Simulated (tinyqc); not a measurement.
Leaving out one process at a time: Debye-Callaway model of lattice thermal conductivity. Computed by tinyqc, a small Python program. Command: `OMP_NUM_THREADS=1 python tinyqc.py 3011542 3011543 out.jsonl callaway walk`. One thread of a shared host (Intel(R) Xeon(R) Processor @ 2.30GHz), about 0.01 s of CPU time with the checks.

Three acoustic branches with one velocity v, cut at omega_D = k_B Theta/hbar; x = hbar omega/(k_B T). v and Theta are separate inputs: Theta cuts off the heat-carrying modes, so C need not reach 3 k_B/V. gamma is an effective value that sets the umklapp rate. Heat flows along the film.

Inputs (values chosen for the exercise, modelled on germanium):

| quantity | value | unit |
|---|---|---|
| sound velocity v | 3840 | m/s |
| Debye temperature Theta | 363 | K |
| volume per atom V | 22.6 | angstrom^3 |
| mean atomic mass M | 72.63 | u |
| effective Grueneisen parameter gamma | 2.12 | - |
| umklapp exponent divisor b | 2.5 | - |
| alloy fraction f | 0.48 | - |
| mass difference Delta M | 47.5 | u |
| film thickness t | 0.02 | micrometre |
| specularity p | 0.4 | - |
| normal-process factor f_N | 1.8 | - |
| temperature T | 400 | K |

Sample: film. Point defects: alloy. Normal processes: included.

Constants: k_B = 1.380649e-23 J/K; hbar = 1.054571817e-34 J s; u = 1.6605390666e-27 kg.

Method:
- For a random alloy on all sites Gamma = f (1 - f) (Delta M/M)^2, with M the mean mass; strain-field scattering is left out. A = V Gamma/(4 pi v^3).
- Rates: point defects A omega^4; umklapp B omega^2 T exp(-Theta/(b T)) with B = hbar gamma^2/(M v^2 Theta); normal processes f_N B omega^2 T (T/Theta)^2. Film: the bulk time tau of each mode, from the resistive rates above, is multiplied by the Fuchs-Sondheimer factor F = (3/2) int_0^1 (1 - u^2) [1 - (1 - p) (u/d) (1 - E)/(1 - p E)] du, with E = exp(-d/u), d = t/(v tau), by 48 Gauss-Legendre points in z with u = z^4; the boundary rate is defined as 1/(F tau) - 1/tau.
- kappa_1 = c int tau_C g dx, g = x^4 e^x/(e^x - 1)^2, c = (k_B/(2 pi^2 v)) (k_B T/hbar)^3, over 0 < x < min(Theta/T, 40), by 96 Gauss-Legendre points in s with x = x_max s^2; 1/tau_C = 1/tau_R + 1/tau_N; kappa_2 = c [int (tau_C/tau_N) g dx]^2 / int (tau_C/(tau_N tau_R)) g dx; kappa = kappa_1 + kappa_2.

Rayleigh coefficient A = 3.39082e-42 s^3

Conductivity at T:

| case | kappa (W/(m K)) | ratio to all |
|---|---|---|
| all processes | 2.9668 | 1 |
| without point defects | 21.563 | 7.2680 |
| without boundaries | 4.3858 | 1.4783 |

What does the comparison show, and why?

Removing point defects raises kappa most, by a factor 7.27; removing boundaries gives only 1.48.
